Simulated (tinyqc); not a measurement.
# Electron mobility of a polar semiconductor by Rode's iterative solution of the Boltzmann equation, step by step

A worked calculation. Computed by tinyqc, a small Python program that keeps every step. Command: `OMP_NUM_THREADS=1 python tinyqc.py 3011420 3011421 out.jsonl rode walk`. One thread of a shared host (Intel(R) Xeon(R) Processor @ 2.30GHz), about 0.01 s of CPU time with the checks. Intermediate numbers are printed to about 6 digits and carried at full precision; extremes and crossings named in words are read from the listed rows.

The distribution is f(E) + e F l(E) (-df/dE) cos(theta) for a weak field F, theta counted from the force; l(E) is a mean free path. Elastic processes enter by their momentum rate, polar optical phonons by out- and in-scattering terms. One valley only: where upper valleys lie close, measured mobilities are lower. The density n is prescribed, even where a narrow-gap material would have more intrinsic carriers.

Inputs (values chosen for the exercise, for a model polar semiconductor):
```
quantity                               value    unit
effective mass m                        0.22     m_0
non-parabolicity alpha                  0.15    1/eV
static permittivity eps_s               7.21       -
high-frequency permittivity eps_inf     5.62       -
density rho                             4050  kg/m^3
sound velocity v_l                      4880     m/s
acoustic deformation potential D_A       5.3      eV
optical phonon energy hbar w            31.2     meV
piezoelectric coupling K               0.023       -
electron density n                   1.1e+14  1/cm^3
compensation ratio C                       0       -
temperature T                            300       K
grid points per phonon energy s           10       -
iteration cap                            200       -
```

Band: Kane. Elastic processes: acoustic, piezoelectric, impurity.

Constants: k_B = 8.617333262e-05 eV/K; m_0 = 9.1093837015e-31 kg; e = 1.602176634e-19 C; hbar = 1.054571817e-34 J s; eps_0 = 8.8541878128e-12 F/m; k_B = 1.380649e-23 J/K; hbar = 6.582119569e-16 eV s.

## Fermi level and screening

Kane band: hbar^2 k^2/(2 m) = E (1 + alpha E), speed v = hbar k/(m (1 + 2 alpha E)), states per spin, volume and energy g(E) = m k (1 + 2 alpha E)/(2 pi^2 hbar^2); overlap factors are set to 1. Masses are multiplied by m_0 and all formulas are in SI units. The reduced Fermi level eta = E_F/(k_B T) solves n = 2 Z int g f dE with f = 1/(1 + exp(x - eta)) (Z = 1 unless valleys are given); screening length L_s = sqrt(eps_s eps_0 k_B T/(e^2 dn/deta)), dn/deta = 2 Z int g f (1 - f) dE. Integrals over x = E/(k_B T) use 160 Gauss-Legendre points in u = sqrt(x) from 0 to sqrt(max(eta, 0) + 32). N_I = n (1 + C)/(1 - C).

reduced Fermi level eta = -10.0809

screening length L_s = 306.014 nm

ionised impurity density N_I = 1.10e+14 1/cm^3

## Rates on one ladder of the grid

Phonon occupation N_q = 1/(exp(hbar w/(k_B T)) - 1). Acoustic deformation potential (elastic, equipartition, absorption and emission together): 1/tau = 2 pi k_B T D_A^2 g(E)/(hbar rho v_l^2). Piezoelectric (elastic, unscreened, momentum relaxation): 1/tau = e^2 K^2 k_B T m (1 + 2 alpha E)/(2 pi eps_s eps_0 hbar^3 k), with alpha = 0 for a parabolic band. Singly charged impurities, momentum relaxation: 1/tau = N_I e^4 m (1 + 2 alpha E) Phi/(8 pi (eps_s eps_0)^2 hbar^3 k^3), with alpha = 0 for a parabolic band. Brooks-Herring: Phi = ln(1 + b) - b/(1 + b), b = 4 k^2 L_s^2. Polar optical, unscreened: W = e^2 w (1/eps_inf - 1/eps_s) m (1 + 2 alpha E') ln|(k + k')/(k - k')| / (4 pi eps_0 hbar^2 k), times N_q for absorption (E' = E + hbar w) and N_q + 1 for emission (E' = E - hbar w > 0), with alpha = 0 for a parabolic band; mean cosine of the angle <cos> = (k^2 + k'^2)/(2 k k') - 1/ln|(k + k')/(k - k')|. Energy grid E_j = (j + 1/2) hbar w/s, j = 0, 1, ..., up to (max(eta, 0) + 18) k_B T, so that E_j +/- hbar w are grid points; l = 0 beyond the grid; integrals are sums times the spacing. With f' = f(E'): out-scattering S_o = sum over absorption and emission of W (1 - f')/(1 - f); nu = sum of elastic rates; the in-scattering weights are c+ = W_abs <cos> (1 - f')/(1 - f) for E' = E + hbar w and c- likewise for emission.

Points j = s/2, s/2 + s, ... (the first seven rungs, or as many as the grid holds), rates in 1e12/s:
```
E (meV)  v (m/s)       nu      S_o       c+       c-
17.16     165007  0.64698  14.5387  5.92870   0.0000
48.36     275088  0.96074  41.8685  7.30009  11.6698
79.56     350424  1.21610  46.5497  7.58125  18.8088
110.76    410665  1.43666  46.5459  7.61712  21.2363
141.96    461806  1.63593  45.7326  7.57339  22.2394
173.16    506655  1.82087  44.7700  7.50110  22.6679
204.36    546798  1.99555  43.8261  7.41951  22.8272
```

Points one phonon energy apart are coupled only to each other, so the grid falls into s independent ladders.

## The first two iterations on one ladder of the grid

Iteration: l_new(E) = [v(E) + c+ l(E + hbar w) + c- l(E - hbar w)]/(nu + S_o), from l = 0.

l after iteration 1 (nm): 10.8659  6.4229  7.3363  8.5586  9.7492  10.8745  11.9332

l after iteration 2 (all rungs but the last shown) (nm): 13.3735  10.6340  11.2238  13.3532  15.5061  17.5391

In-scattering lengthens l on the lowest rung by 23.1 % and on the second by 65.6 % in this step.

## The whole iteration

mu = e sum g v l f (1 - f) / (3 k_B T sum g f) over the grid; stop when mu changes by less than 1e-8 of itself.

Course of the iteration:
```
iteration  mu (cm^2/(V s))  relative change
1                  252.972      1.00000e+00
2                  357.713      2.92808e-01
3                  411.808      1.31360e-01
4                  436.685      5.69672e-02
5                  449.781      2.91175e-02
6                  456.022      1.36846e-02
7                  459.348      7.24034e-03
...                    ...              ...
23                 462.751      2.52893e-07
24                 462.751      1.32534e-07
25                 462.751      7.39358e-08
26                 462.751      3.89567e-08
27                 462.751      2.17886e-08
28                 462.751      1.15377e-08
29                 462.751      6.46818e-09
```

mobility mu = 462.751 cm^2/(V s)

iterations = 29

Converged in 29 iterations; mu rises at every step, from 253.0 to 462.8, since each step returns more of the forward-scattered current.

## Approximations against the iterative solution

Self-energy RTA: l = v/(nu + S_o), the first iteration. Momentum RTA: l = v/(nu + S_o - c+ v(E + hbar w)/v - c- v(E - hbar w)/v), listed only where the denominator is positive on the whole grid. The polar-only value solves the same system with nu = 0; the elastic value takes l = v/nu.

Mobilities:
```
method                              mu (cm^2/(V s))  deviation (%)
iterative solution                           462.75           0.00
self-energy RTA                              252.97         -45.33
momentum RTA                                 582.40          25.86
polar phonons alone, exact                   493.19           6.58
elastic processes alone                     7948.60        1617.68
Matthiessen's rule on the last two           464.37           0.35
```

self-energy RTA mobility = 252.972 cm^2/(V s)

polar-phonon mobility = 493.185 cm^2/(V s)

elastic mobility = 7948.60 cm^2/(V s)

error of the self-energy RTA = -45.3330 %

The self-energy RTA is 45.3 % low: it counts every polar event as a full loss of current, though forward events keep part of it. Here hbar w/k_B T = 1.21. Matthiessen's rule is 0.4 % high. The momentum RTA deviates by +25.9 %.

Checks made by the program: iterated mobility against a direct solution of the banded linear system (relative difference 8e-09).
